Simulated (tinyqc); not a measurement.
Full spectrum, Debye and Einstein heat capacities: Born-von Karman spring model of a cubic crystal with one atom per cell. Computed by tinyqc, a small Python program. Command: `OMP_NUM_THREADS=1 python tinyqc.py 3026924 3026925 out.jsonl springs walk`. One thread of a shared host (Intel(R) Xeon(R) Processor @ 2.30GHz), about 0.1 s of CPU time with the checks.

First neighbours lie at a/2 (1,1,0) (12 of them), second at a (1,0,0) (6), with all permutations and signs; the volume per atom is Omega = a^3/4. Two shells of springs match a real metal only roughly, above all at the zone boundary.

Inputs (values chosen for the exercise, modelled on nickel):
```
quantity                value           unit
lattice constant a       3.52       angstrom
atomic mass M           58.69              u
radial spring k1L        2.31  eV/angstrom^2
transverse spring k1T  -0.021  eV/angstrom^2
radial spring k2L       0.064  eV/angstrom^2
transverse spring k2T  -0.036  eV/angstrom^2
```

Lattice: fcc.

Constants: 1 eV/angstrom^3 = 160.2176634 GPa; u = 1.6605390666e-27 kg; hbar = 1.054571817e-34 J s; k_B = 1.380649e-23 J/K; nu for 1 eV/(angstrom^2 u) = 15.6333042 THz; h x 1 THz = 4.135667696 meV; k_B = 8.617333262e-05 eV/K.

Method:
- [ij,kl] = (1/(2 Omega)) sum_R K_ij R_k R_l; C11 = [xx,xx], C44 = [xx,yy], C12 = 2 [xy,xy] - C44; B = (C11 + 2 C12)/3; Zener ratio A = 2 C44/(C11 - C12). K(R) = kL n n^T + kT (1 - n n^T).
- rho = M/Omega and v = sqrt(C/rho), with C = C11, C44, C44 along [100]; (C11 + C12 + 2 C44)/2, C44, (C11 - C12)/2 along [110]; (C11 + 2 C12 + 4 C44)/3 and twice (C11 - C12 + C44)/3 along [111].
- Christoffel matrix G_xx = C11 n_x^2 + C44 (1 - n_x^2), G_xy = (C12 + C44) n_x n_y, with eigenvalues rho v^2; v_m^-3 is the mean of v^-3 over three branches and all directions (12 Gauss-Legendre points in cos(theta) times 24 angles phi = (j + 1/2) pi/12); q_D = (6 pi^2/Omega)^(1/3); Theta = hbar v_m q_D/k_B.
- A neighbour at R with unit vector n couples by the matrix K(R) = kL n n^T + kT (1 - n n^T), and D(q) = (1/M) sum_R K(R) [1 - cos(q.R)].
- An eigenvalue lambda of D in eV/(angstrom^2 u) gives nu = 15.6333042 THz x sqrt(lambda).
- Mesh: q = sum_i (m_i + 1/2)/n b_i, m_i = 0..n-1, with b = [[-1, 1, 1], [1, -1, 1], [1, 1, -1]] in 2 pi/a; sums are averages over the n^3 points (here n = 14), per atom.
- With x = h nu/(k_B T) and n = 1/(exp(x) - 1) for each mode: F = k_B T [x/2 + ln(1 - exp(-x))], U = k_B T x (n + 1/2), S/k_B = x n - ln(1 - exp(-x)), C/k_B = x^2 n (n + 1).
- Debye: C = 9 k_B (T/Theta)^3 int_0^(Theta/T) x^4 e^x/(e^x - 1)^2 dx with the elastic Theta. Einstein: three modes at the root-mean-square frequency. The last column is the Theta that makes the Debye formula give the full C at that T.

elastic Debye temperature = 430.250 K

root-mean-square frequency = 6.1410 THz

Heat capacity (k_B/atom):
```
T (K)  full spectrum   Debye  Einstein  Theta from C (K)
52            0.5388  0.3803    0.3353            373.67
77            1.1549  0.9131    0.9995            374.60
110           1.7783  1.5492    1.7033            376.76
150           2.2269  2.0541    2.1961            378.24
220           2.5973  2.4963    2.5889            379.36
320           2.7988  2.7454    2.7966            379.93
430           2.8859  2.8550    2.8853            380.17
650           2.9493  2.9353    2.9491            380.35
```

What follows from these numbers?

The apparent Theta runs from 374 to 380 K against the elastic 430 K; at high T it tends to sqrt(5/3) h nu_rms/k_B = 380 K. At the lowest T the Debye value is 0.71 and the Einstein value 0.62 times the full one; dispersion bends the branches below the sound lines, so the real spectrum has more low modes than Debye assumes. At the highest T Debye misses by 0.47 % and Einstein by 0.0045 %.

Extremes, crossings and ranges named in words are read from the listed rows.
